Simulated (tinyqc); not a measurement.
## Dose and depth of a threshold implant

Question. A sheet of D acceptors per cm^2 lies at depth xi inside the depleted layer of a body doped Na. In the depletion approximation VT = Vfb + f2 + q D/Cox + gamma sqrt(f2 + Vsb - q D xi/(eps0 eps_r)), gamma = sqrt(2 eps0 eps_r q Na)/Cox, Cox = eps0 eox/tox. Find gamma, D and xi.

Values chosen for this exercise; band and dielectric values close to those of silicon:
```
symbol  value   unit                                                                 meaning
eps_r    11.7                                                          relative permittivity
Na       2e18  cm^-3                                       acceptor density deep in the body
eox      7.57         relative permittivity of the gate insulator (close to silicon nitride)
tox       4.5     nm                                                     insulator thickness
Vfb     -0.56      V                                                       flat-band voltage
f2      0.891      V                                        band bending 2 phiF at threshold
```

Constants: q = 1.602176634e-19 C, eps0 = 8.8541878128e-14 F/cm where lengths are in cm. Results are converted to the units shown.

VT against the source at Vsb = 0 and 1.7 V (V): [0.89363200, 1.2673453]

Answer. With y^2 = f2 - q D xi/(eps0 eps_r) and d the difference of the thresholds over gamma, sqrt(y^2 + Vsb) - y = d gives y = (Vsb - d^2)/(2 d). The first threshold then gives D, and y^2 gives xi.

gamma = 0.547 V^0.5
D = 6.40e11 cm^-2
xi = 7.70 nm

Program tinyqc, `OMP_NUM_THREADS=1 python tinyqc.py 2080093 2080094 out.jsonl`; Intel Xeon 2.30GHz, shared host, one thread, about 0.4 s.
